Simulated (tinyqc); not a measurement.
Inside a calculation. Model: bandgap voltage reference from two bipolar transistors.

Numbers from tinyqc (`OMP_NUM_THREADS=1 python tinyqc.py 2062162 2062163 out.jsonl`; about 0.02 s on one thread of a shared Intel Xeon 2.30GHz). Printed values are rounded.

Two transistors of area 1 and N carry the same current I. Is(T) = Is (T/T0)^eta exp[(Vg0 q/kB)(1/T0 - 1/T)], VBE1 = Vt ln(I/Is(T)) + I rb, VBE2 = Vt ln(I/(N Is(T))) + I rb/N. The amplifier forces I R1(T) = VBE1 - VBE2 + Vos, with R(T) = R (1 + tc (T - T0)) for both resistors, and the output is Vref = VBE1 + I R2(T). Base currents and the Early effect are neglected.

Values chosen for this exercise; values of the order met in silicon bipolar transistors: reference temperature T0 = 298 K; band-gap voltage extrapolated to 0 K Vg0 = 1.154 V; temperature exponent of the saturation current eta = 3.8; saturation current of the unit transistor at T0 Is = 1.1e-18 A; area ratio of the second transistor N = 15; resistor across which the difference of VBE falls, at T0 R1 = 12 kohm; temperature coefficient of both resistors tc = -1400 ppm/K; offset of the amplifier Vos = 0 mV; series resistance of the unit transistor rb = 0 ohm; output resistor at T0 R2 = 77.49 kohm; temperature T = 253 K.

Constants: q = 1.602176634e-19 C, kB = 1.380649e-23 J/K. Results are converted to the units shown.

## Operating point at the reference temperature

Vt = kB T/q; I = (Vt ln N + Vos)/(R1(T) - rb (1 - 1/N)). Evaluate at T = T0.

Vt = 0.0256797 V
I = 5.79515 uA
Is(T) = 1.1e-18 A
VBE1 = 0.752227 V
I R2 = 0.449066 V
Vref = 1.20129 V

## Operating point at another temperature

Vt = kB T/q; I = (Vt ln N + Vos)/(R1(T) - rb (1 - 1/N)).

Vt = 0.0218019 V
I = 4.62845 uA
Is(T) = 1.99491e-22 A
VBE1 = 0.821559 V
I R2 = 0.381254 V
Vref = 1.20281 V

From T0 to T, VBE1 changes by 69.3 mV and I R2 by -67.8 mV, which leaves 1.52 mV in Vref.

## Resistor for zero slope at T0, ideal case

With tc = 0, Vos = 0 and rb = 0 the current is proportional to T, dVBE/dT = (VBE - Vg0 - (eta - 1) Vt)/T, and Vref has zero slope at T0 when Vref = Vg0 + (eta - 1) Vt0. Find VBE1, its slope, that Vref, R2/R1 and the curvature d2Vref/dT2 = -(eta - 1) kB/(q T0).

VBE1 = 0.752227 V
dVBE/dT = -1.58952 mV/K
Vref = 1.22590 V
R2/R1 = 6.81138
curvature = -0.809682 uV/K^2
